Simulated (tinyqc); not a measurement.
Schottky barrier with interface states (Cowley-Sze model), image lowering and contact resistance: one step, computed by the program tinyqc.

An n-type semiconductor under a metal. The barrier lies between the Schottky-Mott limit phi_M - chi and the Bardeen limit E_g - E_n, E_n being the neutrality level of the interface states; the space-charge term of the full Cowley-Sze expression is left out.

Task: Thermionic current. A* = 4 pi e m_e M_c k_B^2/h^3 (a simple valley count); J_s = A* T^2 exp(-phi/k_B T). J_0 uses phi_B; the reverse current uses phi_B less the image lowering, times 1 - exp(-V_r/k_B T).

Inputs (values chosen for the exercise, with gap, mass and screening modelled on GaP):

| quantity | value | unit |
|---|---|---|
| electron mass m_e | 0.485 | m_0 |
| valleys M_c | 3 | - |
| temperature T | 200 | K |
| reverse bias V_r | 2.8 | V |

Pinning factor from: interface states.

barrier phi_B = 0.8844809 eV

image lowering = 0.03135075 eV

Constants: e = 1.602176634e-19 C; m_0 = 9.1093837015e-31 kg; k_B = 1.380649e-23 J/K; h = 6.62607015e-34 J s; k_B = 8.617333262e-05 eV/K.

Give: Richardson constant A*; J_0; thermionic reverse current.

Result:

Richardson constant A* = 174.9 A cm^-2 K^-2

J_0 = 3.604e-16 A/cm^2

thermionic reverse current = 2.222e-15 A/cm^2

Image lowering raises the reverse current by a factor 6.17.
